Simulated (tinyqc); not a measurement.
What each parameter does: parabolic quantum dot in a magnetic field (Fock-Darwin).

Two dimensions, V = m w0^2 r^2/2, one valley. hbar wc = 2 muB B/m, W = sqrt(w0^2 + wc^2/4), E(n, l, s) = (2n + |l| + 1) hbar W - l hbar wc/2 + s gs muB B, n = 0, 1, ..., l = 0, +/-1, ..., s = +/-1/2; length lam = sqrt(2c/(m hbar W)), c = hbar^2/2m0.

Exact treatment: the centre of mass separates with energy W, and the relative motion obeys [-(2c/m) Laplacian + (2c/m) r^2/(2 lam^2)^2 + q/(eps r)] psi = e_l psi for angular number l, solved in 14 Gaussians r^l exp(-a r^2), a = 1.7^i/(4 lam^2), i = -3 to 10. E(S) = W + e_0, E(T) = W + e_1 - wc/2 - Ez.

Constants: muB = 5.788381798e-05 eV/T; hbar^2/2m0 = 3.80998211 eV angstrom^2; e^2/(4 pi eps0) = 14.39964547 eV angstrom.

Parameters, chosen for this exercise (near those of a gate-defined dot in InAs; the results hold for these values, not for the real material):
- m = 0.0291 m0 (mass)
- gs = -8.22 (g factor)
- w0 = 1.9 meV (confinement energy hbar w0)
- B = 0.2 T (magnetic field)
- eps = 15.3 (dielectric constant)

The two modes W +/- wc/2, lam and the exact E(T) - E(S), with q = e^2/(4 pi eps0) and Ez = |gs| muB B.

Results for these values:

| case | upper mode (meV) | lower mode (meV) | lam (angstrom) | E(T) - E(S) (meV) |
|---|---|---|---|---|
| base | 2.339 | 1.543 | 367.3 | 0.53 |

What happens to each result for m = 0.0335 m0, all else kept?

Answer: upper mode falls from 2.339 to 2.277; lower mode rises from 1.543 to 1.586; lam falls from 367.3 to 343.2; E(T) - E(S) rises from 0.53 to 0.54.

The same for each parameter in turn:

| case | upper mode (meV) | lower mode (meV) | lam (angstrom) | E(T) - E(S) (meV) |
|---|---|---|---|---|
| base | 2.339 | 1.543 | 367.3 | 0.53 |
| B = 0.12 T | 2.154 | 1.676 | 369.8 | 0.71 |
| w0 = 2.38 meV | 2.811 | 2.015 | 329.4 | 0.84 |
| m = 0.0335 m0 | 2.277 | 1.586 | 343.2 | 0.54 |
| gs = -12.33 | 2.339 | 1.543 | 367.3 | 0.48 |
| eps = 13 | 2.339 | 1.543 | 367.3 | 0.45 |

(tinyqc, `OMP_NUM_THREADS=1 python tinyqc.py 1280737 1280738 out.jsonl`, Intel(R) Xeon(R) Processor @ 2.30GHz, 1 thread, shared host, about 0.07 s.)
